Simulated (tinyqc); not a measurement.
Worked calculation: standing waves and exposure in a photoresist film. Values are carried at full precision from step to step, so a last printed digit may differ when a step is redone from the rounded ones.

Normal incidence from air. Unexposed resist: N1 = n1 + i k1 with k1 = (A + B) lam/(4 pi), lam in micrometres. r01 = (1 - N1)/(1 + N1), t01 = 2/(1 + N1). Substrate Ns = ns + i ks: r12 = (N1 - Ns)/(N1 + Ns). With p = exp(2 pi i N1 d/lam), the field at depth z is E(z) = t01 [exp(2 pi i N1 z/lam) + r12 p^2 exp(-2 pi i N1 z/lam)]/(1 + r01 r12 p^2), the relative intensity I(z) = n1 |E(z)|^2 and the reflectance R = |(r01 + r12 p^2)/(1 + r01 r12 p^2)|^2.

Parameters, chosen for this exercise (a resist on Si, indices near tabulated ones; shifted at random, so the results belong to these values and not to a real crystal): lam = 365 nm (vacuum wavelength); n1 = 1.682 (resist index); A = 0.48 1/micrometre (bleachable absorption (Dill A)); B = 0.11 1/micrometre (fixed absorption (Dill B)); d = 1023 nm (resist thickness); ns = 6.545 (substrate n); ks = 2.68 (substrate k); C = 0.03 cm^2/mJ (exposure rate (Dill C)); D = 40 mJ/cm^2 (incident dose); Ld = 5 nm (diffusion length of the post-exposure bake).

## Interface coefficients

Form N1, r01, t01 and r12.

N1 = 1.68200+0.01714i
r01 = -0.2543-0.0048i
t01 = 0.7457-0.0048i
r12 = -0.6296-0.1173i
|r12|^2 = 0.4101

Next to the bottom the intensity swings by a factor ((1 + |r12|)/(1 - |r12|))^2 = 20.8 between antinode and node.

## Round trip and reflectance

Form p^2, the denominator and R; the period of the standing wave is lam/(2 n1).

p^2 = -0.4925+0.2378i
1 + r01 r12 p^2 = 0.9136+0.0218i
R = 0.0196
period = 108.50 nm

The film holds 9.43 periods.

## Intensity and exposure over the lowest period

Nine depths from d - period to d. Without bleaching during the exposure the share of unexposed compound is m = exp(-C D I).

Profile:
```
z (nm)      I      m
914.5   0.117  0.869
928.1   0.238  0.751
941.6   0.738  0.412
955.2   1.322  0.205
968.7   1.647  0.139
982.3   1.519  0.162
995.9   1.013  0.296
1009.4  0.423  0.602
1023.0  0.092  0.895
```

I runs from 0.092 to 1.647 on these points, so m runs from 0.139 to 0.895; the least exposed point listed lies 0.0 nm above the bottom.

## Smoothing by the bake

Gaussian diffusion of length Ld multiplies a cosine of period L by exp(-2 pi^2 Ld^2/L^2). Give that factor, and the Ld that leaves 10 %.

factor = 0.959
Ld for 10 % = 37.06 nm

## Checks

- R against the transfer-matrix product: both 0.019561.
- Absorption (A + B) d times the mean of I against 1 - R - T: both 0.621.

Program tinyqc; command `OMP_NUM_THREADS=1 python tinyqc.py 1682075 1682076 out.jsonl`; about 0.01 s on one thread of a shared Intel(R) Xeon(R) Processor @ 2.30GHz.
